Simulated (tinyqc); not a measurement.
## In-plane mass from two subband densities

Inverse problem. At zero temperature each occupied subband holds N_k = D (EF - E_k), D = md m0 q/(pi hbar^2) per eV. Two subbands are occupied. Find md, EF - E1 and EF - E2.

Constants: q = 1.602176634e-19 C, hbar = 1.054571817e-34 J s, m0 = 9.1093837015e-31 kg. Results are converted to the units shown.

N1, N2 (cm^-2): 9.6137827e11  2e11
E2 - E1 = 43.5 meV

Answer. N1 - N2 = D (E2 - E1) gives D and so md; each N_k/D is a distance to EF.

md = 0.0419 m0
EF - E1 = 54.9 meV
EF - E2 = 11.4 meV

Numbers from tinyqc (`OMP_NUM_THREADS=1 python tinyqc.py 2140016 2140017 out.jsonl`; about 0.2 s on one thread of a shared Intel Xeon 2.30GHz).
